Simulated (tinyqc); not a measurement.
Weaire-Thorpe hybrids on a Bethe lattice: gap and dangling bond of an amorphous tetrahedral solid: sweeps and comparisons. A value that a table varies takes the place of the one given here.

Four sp3 hybrids an atom at energy 0, coupled by -V1 on the atom and by -V2 along a bond; the bonds form a tree (no rings). For any network the gap runs at least from -V2 + V1 to V2 - 3 V1, and p-like states pile up at -V2 + V1 and V2 + V1. On the tree the gap is wider: it ends at Ec = -V1 + sqrt(V2^2 + 4 V1^2 - 2 sqrt3 V1 V2), which makes it well wider than the gaps of the real glasses. A branch seen from a hybrid has the self-energy S = V2^2 g, where g is the Green function of the hybrid across the bond, whose three partners carry S themselves. With a = z - V1, b = a - S: g = 1/(a + V1 b/(b + 3 V1)), z = E + i eta. A full atom has G = (1/b)(b + 3 V1)/(b + 4 V1) per hybrid; a dangling hybrid with shift dh has G = 1/(1/g - dh).

Parameters, chosen for this exercise (of the size of tabulated hybrid energies for amorphous silicon; not measured data):
```
symbol  value  unit  meaning
V1      1.74   eV    coupling of two hybrids on one atom
V2      4.43   eV    coupling of the two hybrids of a bond
eta     0.03   eV    broadening
dh      -0.48  eV    shift of the dangling hybrid (rehybridisation)
VH      4.35   eV    coupling to a hydrogen atom
eH      -3.85  eV    hydrogen level
E1s     -3.9   eV    first energy
dE      0.47   eV    step
```

## Bulk, dangling and hydrogenated hybrids across the gap

edges (eV): Ev -2.69000, Ec(bound) -0.79000, Ec(tree) 0.50350

Thirteen energies E1s + j dE. With hydrogen the hybrid gains the self-energy VH^2/(z - eH) and dh = 0.

Density per hybrid (1/eV):
```
E (eV)    bulk  dangling  with hydrogen
-3.90   0.0034    0.0018         0.0005
-3.43   0.0049    0.0010         0.0004
-2.96   0.0327    0.0011         0.0004
-2.49   0.0586    0.0014         0.0004
-2.02   0.0056    0.0021         0.0004
-1.55   0.0021    0.0038         0.0004
-1.08   0.0012    0.0091         0.0005
-0.61   0.0009    0.0507         0.0007
-0.14   0.0009    0.3042         0.0010
0.33    0.0014    0.0181         0.0025
0.80    0.0220    0.0608         0.0456
1.27    0.0308    0.0671         0.0780
1.74    0.0354    0.0649         0.1038
```

Between Ev = -2.69 and Ec = 0.50 eV the bulk density is a broadening tail (least 0.0009). The dangling hybrid reaches 0.304 at -0.14 eV among these rows; its level lies at -0.274 eV, and the peak there, of width eta, is far higher unless a row falls on it. With hydrogen the largest value on the rows inside the gap, more than 0.05 eV from an edge, is 0.0025, and 1/g = VH^2/(E - eH) has no root in the gap: the state has gone into a bonding level below and an antibonding one above.

## Level against rehybridisation

Root of 1/g(E) = dh for eta = 0 in the gap of the tree, between Ev = -V2 + V1 and Ec; a dash: none. A flatter atom makes the hybrid more p-like (dh > 0, up to V1), a more pyramidal one more s-like (dh < 0).

Level:
```
dh (eV)   E (eV)  above Ev (eV)  weight
-3.0     -1.8839         0.8061   0.616
-2.5     -1.5694         1.1206   0.640
-2.0     -1.2460         1.4440   0.652
-1.5     -0.9194         1.7706   0.652
-1.0     -0.5965         2.0935   0.637
-0.5     -0.2860         2.4040   0.601
0.0       0.0000         2.6900   0.537
0.5       0.2443         2.9343   0.432
1.0       0.4223         3.1123   0.269
```

A level exists for 9 of the 9 rows, from dh = -3 (0.806 eV above Ev) to 1 (3.112 eV); the gap of the tree is 3.194 eV. Its slope dE/d(dh) is the weight, largest at dh = -2 (0.65). A level that rises as the atom flattens is why an emptied dangling bond relaxes flat and a doubly filled one pyramidal.

## Stretching the bonds

V2 is scaled as (d0/d)^2 and V1 stays. Bound 2 V2 - 4 V1; tree V2 - 2 V1 + sqrt(V2^2 + 4 V1^2 - 2 sqrt3 V1 V2); a negative bound means that a network with rings may have no gap.

Against d/d0:
```
d/d0  V2 (eV)  V2/V1  bound (eV)  tree (eV)
0.96    4.807  2.763       2.654      3.825
0.98    4.613  2.651       2.265      3.496
1.00    4.430  2.546       1.900      3.194
1.02    4.258  2.447       1.556      2.917
1.04    4.096  2.354       1.232      2.665
1.07    3.869  2.224       0.779      2.328
1.10    3.661  2.104       0.362      2.038
1.15    3.350  1.925      -0.261      1.642
```

The bound falls by 177 meV for each per cent of stretch near d0 and vanishes at d/d0 = 1.128, inside the table. Weak, stretched bonds therefore put states closest to the edges, one origin of band tails.

## What each parameter does

Ev = -V2 + V1, conduction edge of the tree -V1 + sqrt(V2^2 + 4 V1^2 - 2 sqrt3 V1 V2), and the level that solves 1/g(E) = dh for eta = 0. Each row changes one parameter from the base and keeps the others.

Results:
```
case           Ev (eV)  Ec (eV)  level (eV)  weight
base           -2.6900   0.5035     -0.2740   0.599
V1 = 1.66 eV   -2.7700   0.6144     -0.2917   0.632
V2 = 4.58 eV   -2.8400   0.6011     -0.2863   0.621
dh = -0.58 eV  -2.6900   0.5035     -0.3344   0.609
```

The largest shifts from the base row, up to three for each result and ties (the steps differ in size, so this ranks the rows, not the parameters). Ev (eV): V2 -0.1500, V1 -0.0800; unchanged at the printed digits by dh. Ec (eV): V1 +0.1109, V2 +0.0976; unchanged at the printed digits by dh. level (eV): dh -0.0604, V1 -0.0177, V2 -0.0123. weight: V1 +0.033, V2 +0.022, dh +0.009.

Computed by tinyqc, a small Python program: `OMP_NUM_THREADS=1 python tinyqc.py 1452220 1452221 out.jsonl` (the numbers bound the seed that draws the inputs); one thread of a shared host (Intel(R) Xeon(R) Processor @ 2.30GHz), about 0.02 s for the whole set of steps.
